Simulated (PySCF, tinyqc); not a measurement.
Inside a calculation. Method: MP2 on RHF in the sto-6g basis, for BeH+, spin multiplicity 1. The lowest restricted solution is unstable here: a spin-polarised one lies 0.0042 hartree lower (PySCF). One step of it, computed by the program tinyqc.

Problem. Iteration 1: building the Fock matrix. J_ij = sum D_kl (ij|kl), K_ij = sum D_kl (ik|jl); F = H + J - 0.5 K; E = tr D H + tr D J / 2 - 0.25 tr D K + E_nn.

D at the start:
```
,1Be 1s,1Be 2s,1Be 2px,1Be 2py,1Be 2pz,2H 1s
1Be 1s,2.103644,-0.387695,0.000000,0.000000,-0.225523,0.013097
1Be 2s,-0.387695,1.426118,0.000000,0.000000,0.975261,-0.000826
1Be 2px,0.000000,0.000000,0.000000,0.000000,0.000000,0.000000
1Be 2py,0.000000,0.000000,0.000000,0.000000,0.000000,0.000000
1Be 2pz,-0.225523,0.975261,0.000000,0.000000,0.667724,-0.000310
2H 1s,0.013097,-0.000826,0.000000,0.000000,-0.000310,0.000083
```

core Hamiltonian H = T + V (hartree):
```
,1Be 1s,1Be 2s,1Be 2px,1Be 2py,1Be 2pz,2H 1s
1Be 1s,-8.242995,-1.933770,0.000000,0.000000,-0.010719,-0.205751
1Be 2s,-1.933770,-2.371631,0.000000,0.000000,-0.101175,-0.676830
1Be 2px,0.000000,0.000000,-1.906594,0.000000,0.000000,0.000000
1Be 2py,0.000000,0.000000,0.000000,-1.906594,0.000000,0.000000
1Be 2pz,-0.010719,-0.101175,0.000000,0.000000,-1.977969,-0.796774
2H 1s,-0.205751,-0.676830,0.000000,0.000000,-0.796774,-1.657418
```

Two-electron integrals (ij|kl) in chemists' order, unique and non-zero (hartree):
```
i,j,k,l,(ij|kl)
1,1,1,1,2.299996
2,1,1,1,0.361879
2,1,2,1,0.071926
2,2,1,1,0.570332
2,2,2,1,0.139654
2,2,2,2,0.417773
3,1,3,1,0.015252
3,2,3,1,0.022555
3,2,3,2,0.092340
3,3,1,1,0.570332
3,3,2,1,0.139654
3,3,2,2,0.417773
3,3,3,3,0.450117
4,1,4,1,0.015252
4,2,4,1,0.022555
4,2,4,2,0.092340
4,3,4,3,0.024258
4,4,1,1,0.570332
4,4,2,1,0.139654
4,4,2,2,0.417773
4,4,3,3,0.401601
4,4,4,4,0.450117
5,1,5,1,0.015252
5,2,5,1,0.022555
5,2,5,2,0.092340
5,3,5,3,0.024258
5,4,5,4,0.024258
5,5,1,1,0.570332
5,5,2,1,0.139654
5,5,2,2,0.417773
5,5,3,3,0.401601
5,5,4,4,0.401601
5,5,5,5,0.450117
6,1,1,1,0.038576
6,1,2,1,0.007471
6,1,2,2,0.014538
6,1,3,3,0.014417
6,1,4,4,0.014417
6,1,5,1,0.000746
6,1,5,2,0.001476
6,1,5,5,0.014778
6,1,6,1,0.000821
6,2,1,1,0.123293
6,2,2,1,0.030851
6,2,2,2,0.104420
6,2,3,3,0.100173
6,2,4,4,0.100173
6,2,5,1,0.004196
6,2,5,2,0.027381
6,2,5,5,0.112912
6,2,6,1,0.003582
6,2,6,2,0.043828
6,3,3,1,0.002538
6,3,3,2,0.012518
6,3,5,3,0.004377
6,3,6,3,0.003336
6,4,4,1,0.002538
6,4,4,2,0.012518
6,4,5,4,0.004377
6,4,6,4,0.003336
6,5,1,1,0.143655
6,5,2,1,0.036309
6,5,2,2,0.127829
6,5,3,3,0.120450
6,5,4,4,0.120450
6,5,5,1,0.006678
6,5,5,2,0.042419
6,5,5,5,0.142585
6,5,6,1,0.004373
6,5,6,2,0.060390
6,5,6,5,0.084899
6,6,1,1,0.296519
6,6,2,1,0.075461
6,6,2,2,0.285936
6,6,3,3,0.266836
6,6,4,4,0.266836
6,6,5,1,0.010507
6,6,5,2,0.091961
6,6,5,5,0.324136
6,6,6,1,0.008916
6,6,6,2,0.161829
6,6,6,5,0.234459
6,6,6,6,0.774999
```

nuclear repulsion = 1.18782763 hartree

Give: Coulomb J; exchange K; Fock matrix F; total energy of this density.

Solution.

Coulomb J (hartree):
```
,1Be 1s,1Be 2s,1Be 2px,1Be 2py,1Be 2pz,2H 1s
1Be 1s,5.753,0.998,0.000,0.000,0.037,0.109
1Be 2s,0.998,1.966,0.000,0.000,0.170,0.511
1Be 2px,0.000,0.000,1.956,0.000,0.000,0.000
1Be 2py,0.000,0.000,0.000,1.956,0.000,0.000
1Be 2pz,0.037,0.170,0.000,0.000,1.988,0.631
2H 1s,0.109,0.511,0.000,0.000,0.631,1.364
```

exchange K (hartree):
```
,1Be 1s,1Be 2s,1Be 2px,1Be 2py,1Be 2pz,2H 1s
1Be 1s,4.672,0.728,0.000,0.000,0.028,0.090
1Be 2s,0.728,0.701,0.000,0.000,0.461,0.319
1Be 2px,0.000,0.000,0.163,0.000,0.000,0.000
1Be 2py,0.000,0.000,0.000,0.163,0.000,0.000
1Be 2pz,0.028,0.461,0.000,0.000,0.447,0.280
2H 1s,0.090,0.319,0.000,0.000,0.280,0.234
```

Fock matrix F (hartree):
```
,1Be 1s,1Be 2s,1Be 2px,1Be 2py,1Be 2pz,2H 1s
1Be 1s,-4.826,-1.300,0.000,0.000,0.012,-0.142
1Be 2s,-1.300,-0.756,0.000,0.000,-0.162,-0.325
1Be 2px,0.000,0.000,-0.032,0.000,0.000,0.000
1Be 2py,0.000,0.000,0.000,-0.032,0.000,0.000
1Be 2pz,0.012,-0.162,0.000,0.000,-0.213,-0.306
2H 1s,-0.142,-0.325,0.000,0.000,-0.306,-0.410
```

total energy of this density = -14.52692 hartree
